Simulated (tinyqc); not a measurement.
# Lifetime from the low-frequency admittance

Problem. At low frequency a p+-n diode with a base of width wb has C_diff/G = (tau/2)(1 - 2 x/sinh 2x), x = wb/sqrt(Dp tau). Find tau, x and the limit of C_diff/G for infinite lifetime, wb^2/(3 Dp).

Parameters, values chosen for the exercise: hole diffusion coefficient Dp = 7.2 cm^2/s; width of the neutral base wb = 2.3 um.

G = 65.161033 S/cm^2
C_diff = 0.13590973 uF/cm^2

Answer. The ratio rises steadily with tau from tau/2 (long base) towards wb^2/(3 Dp) (short base), so one lifetime matches as long as the ratio is below that limit.

tau = 2.00e-8 s
x = 0.606
limit of C_diff/G = 2.45e-9 s

Computed by the program tinyqc: `OMP_NUM_THREADS=1 python tinyqc.py 2890155 2890156 out.jsonl`, one thread of a shared Intel Xeon 2.30GHz, about 0.01 s for the whole run.
